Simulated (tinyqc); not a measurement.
# MOS capacitor on a p-type substrate, surface potential from the exact charge relation: several studies

Uniform p-type substrate, Boltzmann statistics, full ionisation, classical densities. psi is the surface potential against the body (positive when the bands bend down) and u = psi/Vt. Traps are spread evenly over the gap and neutral at flat band, so their charge is -q Dit psi; the minority quasi-Fermi level is shifted by Vb.

Inputs (values chosen for the exercise); band and dielectric values close to those of silicon: temperature T = 300 K; band gap Eg = 1.14 eV; relative permittivity eps_r = 11.8; conduction-band density of states at T Nc = 2.78e19 cm^-3; valence-band density of states at T Nv = 2.68e19 cm^-3; electron affinity chi = 3.99 eV; acceptor density of the substrate N = 2.8e16 cm^-3; relative permittivity of the gate insulator (close to silicon nitride) eox = 7.49; insulator thickness tox = 42 nm; gate work function phiM = 4.22 eV; fixed charge at the interface, in units of q Nf = -1.4e11 cm^-2; density of interface traps Dit = 0 cm^-2 eV^-1; reverse bias of the inversion layer against the body Vb = 0 V.

Constants: q = 1.602176634e-19 C, kB = 1.380649e-23 J/K, Vt = kB T/q, eps0 = 8.8541878128e-14 F/cm where lengths are in cm. Results are converted to the units shown.

Each table varies one quantity; the others keep the values above.

## Capacitance-voltage curves

ni = sqrt(Nc Nv) exp(-Eg/(2 Vt)), Eg in volts; phiF = Vt ln(N/ni); Cox = eps0 eox/tox; Vfb = phiM - chi - (Eg - Vt ln(Nv/N)) - q Nf/Cox; Q0 = sqrt(2 eps0 eps_r q N Vt); r = (ni/N)^2 exp(-Vb/Vt); VT = Vfb + [(2 phiF + Vb)(1 + q Dit/Cox) + sqrt(2 eps0 eps_r q N (2 phiF + Vb))/Cox]. u = psi/Vt; F^2 = exp(-u) + u - 1 + r (exp(u) - u - 1); Qs = -sign(u) Q0 F; Cs = -dQs/dpsi = (Q0/Vt) |1 - exp(-u) + r (exp(u) - 1)|/(2 F). psi solves Vg = Vfb + psi + (q Dit psi - Qs)/Cox. Low frequency: 1/C_LF = 1/Cox + 1/(Cs + q Dit). High frequency, in the simple estimate in which traps and minority carriers do not follow: 1/C_HF = 1/Cox + 1/Cd, Cd being Cs with r = 0 at the same psi. Deep depletion: r = 0 and Dit = 0 both in the equation for psi and in Cs. Minority sheet density N_inv = (Q0/(2 q)) int_0^u r (exp(t) - 1)/F(t) dt for u > 0. N_inv under 1 cm^-2 is printed as 0. Regimes: accumulation when majority carriers gather, then depletion up to |psi| = phiF + Vb, weak inversion up to 2 phiF + Vb, strong inversion beyond.

Capacitance-voltage curves:

| Vg (V) | psi (V) | C_LF/Cox | C_HF/Cox | C_deep/Cox | N_inv (cm^-2) | regime |
|---|---|---|---|---|---|---|
| -1.11 | -0.08201 | 0.9076 | 0.9076 | 0.9076 | 0 | accumulation |
| -0.86 | -0.05334 | 0.8566 | 0.8566 | 0.8566 | 0 | accumulation |
| -0.6 | -0.002540 | 0.7359 | 0.7359 | 0.7359 | 0 | accumulation |
| -0.34 | 0.09196 | 0.5353 | 0.5353 | 0.5353 | 0 | depletion |
| -0.08 | 0.2321 | 0.4030 | 0.4030 | 0.4030 | 9.862 | depletion |
| 0.18 | 0.3970 | 0.3348 | 0.3348 | 0.3348 | 4169 | weak inversion |
| 0.44 | 0.5758 | 0.2926 | 0.2925 | 0.2925 | 3.411e6 | weak inversion |
| 0.69 | 0.7543 | 0.3195 | 0.2643 | 0.2640 | 2.925e9 | weak inversion |
| 0.95 | 0.8560 | 0.8244 | 0.2518 | 0.2417 | 1.259e11 | strong inversion |
| 1.21 | 0.8866 | 0.9169 | 0.2484 | 0.2243 | 3.447e11 | strong inversion |
| 1.47 | 0.9041 | 0.9445 | 0.2465 | 0.2101 | 5.805e11 | strong inversion |
| 1.73 | 0.9167 | 0.9578 | 0.2452 | 0.1984 | 8.226e11 | strong inversion |

What does the comparison show, and why?

C_LF/Cox is lowest, 0.293, at Vg = 0.44 V (weak inversion) among the rows listed and is 0.958 in the last row, where C_HF/Cox is 0.245 and the deep-depletion value 0.198. Vfb = -0.590 V, where C_HF/Cox = 0.729 (Cox in series with eps0 eps_r/LD), and VT = 0.737 V. Over the last two rows psi moves by only 0.048 V a volt of gate bias, since the inversion charge screens the body. In strong accumulation and inversion degeneracy and confinement, left out here, lower the capacitance.

## Effect of the relative permittivity of the gate insulator on threshold and swing

ni = sqrt(Nc Nv) exp(-Eg/(2 Vt)), Eg in volts; phiF = Vt ln(N/ni); Cox = eps0 eox/tox; Vfb = phiM - chi - (Eg - Vt ln(Nv/N)) - q Nf/Cox; VT = Vfb + [(2 phiF + Vb)(1 + q Dit/Cox) + sqrt(2 eps0 eps_r q N (2 phiF + Vb))/Cox]. gamma = sqrt(2 eps0 eps_r q N)/Cox; Wm = sqrt(2 eps0 eps_r (2 phiF + Vb)/(q N)); m = 1 + (eps0 eps_r/Wm + q Dit)/Cox; swing m Vt ln 10; Cmin/Cox = 1/(1 + Cox Wm/(eps0 eps_r)).

The same in every row: 2 phiF (V) = 0.78416; Wm (nm) = 191.12.

Effect of the relative permittivity of the gate insulator on threshold and swing:

| eox | Vfb (V) | gamma (V^0.5) | VT (V) | m | swing (mV/decade) | Cmin/Cox |
|---|---|---|---|---|---|---|
| 3.9 | -0.45973 | 1.1776 | 1.3672 | 1.6649 | 99.107 | 0.39937 |
| 5 | -0.51975 | 0.91853 | 1.0778 | 1.5186 | 90.399 | 0.34151 |
| 7.5 | -0.59069 | 0.61236 | 0.73573 | 1.3458 | 80.108 | 0.25692 |
| 9 | -0.61433 | 0.51030 | 0.62171 | 1.2881 | 76.678 | 0.22368 |
| 15 | -0.66162 | 0.30618 | 0.39367 | 1.1729 | 69.817 | 0.14740 |
| 22 | -0.68419 | 0.20876 | 0.28483 | 1.1179 | 66.543 | 0.10544 |
| 30 | -0.69709 | 0.15309 | 0.22264 | 1.0864 | 64.672 | 0.079562 |

Read the table: what changes, and by how much?

As eox goes from 3.9 to 30, VT falls from 1.37 to 0.223 V, the swing falls from 99.1 to 64.7 mV/decade and Cmin/Cox falls from 0.399 to 0.0796. Of the change of VT by -1.14 V, -0.237 V comes from Vfb and -0.907 V from the band bending and the charge it takes. m - 1 goes as eox^(-1.00), that is as 1/Cox.

## Effect of the gate work function on threshold and swing

Same model as above.

The same in every row: 2 phiF (V) = 0.78416; gamma (V^0.5) = 0.61317; Wm (nm) = 191.12; m = 1.3462; swing (mV/decade) = 80.136; Cmin/Cox = 0.25718.

Effect of the gate work function on threshold and swing:

| phiM (eV) | Vfb (V) | VT (V) |
|---|---|---|
| 3.99 | -0.82050 | 0.50664 |
| 4.19 | -0.62050 | 0.70664 |
| 4.39 | -0.42050 | 0.90664 |
| 4.59 | -0.22050 | 1.1066 |
| 4.79 | -0.020498 | 1.3066 |
| 4.99 | 0.17950 | 1.5066 |
| 5.19 | 0.37950 | 1.7066 |

What does the table show?

As phiM goes from 3.99 to 5.19, VT rises from 0.507 to 1.71 V, the swing stays at 80.1 mV/decade and Cmin/Cox stays at 0.257. The whole change of VT is that of Vfb: the curve shifts rigidly.

Computed by the program tinyqc: `OMP_NUM_THREADS=1 python tinyqc.py 2060067 2060068 out.jsonl`, one thread of a shared Intel Xeon 2.30GHz, about 0.01 s for the whole run.
